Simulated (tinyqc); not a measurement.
Changing the starting silicon radius a0: oxidation of curved silicon (wires and holes): cylindrical Deal-Grove kinetics with stress-retarded reaction. Computed by tinyqc, a small Python program. Command: `OMP_NUM_THREADS=1 python tinyqc.py 3003448 3003449 out.jsonl wireox sweep`. One thread of a shared host (Intel(R) Xeon(R) Processor @ 2.30GHz), about 0.01 s of CPU time with the checks.

Silicon fills r > a and oxide b < r < a. One volume of silicon gives 2.25 volumes of oxide, and the length is fixed.

Inputs (values chosen for the exercise, close to those used for silicon in dry oxygen):
```
quantity,value,unit
prefactor B0,811,um^2/h
activation energy E_B,1.23,eV
prefactor (B/A)0,4.74e+06,um/h
activation energy E_A,2.01,eV
starting oxide x_i,1,nm
viscosity prefactor eta0,4.5e-09,Pa s
viscosity energy E_eta,5.47,eV
critical shear stress s_c,43,MPa
activation volume V_k,7.4,angstrom^3
temperature T,850,C
time t,0.11,h
```

Shape: hole (concave).

Constants: k_B = 8.617333262e-05 eV/K.

Method:
- B = B0 exp(-E_B/(k_B T)), B/A = (B/A)0 exp(-E_A/(k_B T)), eta = eta0 exp(E_eta/(k_B T)); 1 um = 1000 nm.
- Temperatures in kelvin are T(C) + 273.15.
- Geometry: b^2 = b0^2 - 1.25 (a^2 - a0^2), b0 = a0 - x_i.
- Rate of oxide made per interface area: q = 1/[1/k + 2 a |ln(b/a)|/B], and |da/dt| = q/2.25. Reaction k = (B/A) exp(-sigma V_k/(k_B T)). New oxide pushes the old with radial speed u = 1.25 |da/dt| at r = a; the shear stress at radius r is s_c asinh(z a^2/r^2), z = 2 eta u/(a s_c) (Eyring flow), and the compressive normal stress at the interface is sigma = |int_a^b 2 s/r dr| = s_c |F(z) - F(z a^2/b^2)|, F(y) = int_0^y asinh(w)/w dw. q and sigma are solved together. 1 MPa angstrom^3 = 6.241509e-6 eV.
- Integrate da/dt adaptively (tolerance 1e-8); a wire counts as consumed at a = 0.5 nm and a hole as closed at b = 0.5 nm. Planar reference: x^2 + A x = B t + x_i^2 + A x_i, A = B/(B/A).

One run for each value:
```
starting silicon radius a0 (nm),ratio to the planar thickness,oxide thickness (nm),normal stress at time t (MPa)
5.0,1.0079,1.5084,364.87
9.7,1.0043,1.5030,164.56
19.0,1.0026,1.5004,76.40
36.0,1.0016,1.4989,37.34
69.0,1.0010,1.4980,18.09
130.0,1.0006,1.4974,8.93
260.0,1.0003,1.4970,4.11
500.0,1.0002,1.4968,1.96
```

What does the table show, and why?

Over the rows, ratio to the planar thickness falls from 1.008 to 1.000 (exponent d ln y / d ln x -0.0054 between the first rows and -2.2e-4 between the last); oxide thickness (nm) falls from 1.508 to 1.497 (exponent d ln y / d ln x -0.0054 between the first rows and -2.2e-4 between the last); normal stress at time t (MPa) falls from 365 to 1.96 (exponent d ln y / d ln x -1.2 between the first rows and -1.1 between the last). Curvature effects scale with thickness over radius and fade for large a0. A ratio above 1 is geometric: in a hole the oxide is squeezed into a smaller circumference.

Caution (all rows): planar dry oxides this thin grow faster than Deal-Grove predicts. Caution (all rows): the oxide is taken as a purely viscous fluid in steady flow; elasticity, stress-dependent diffusion and thin-oxide enhancement are left out.
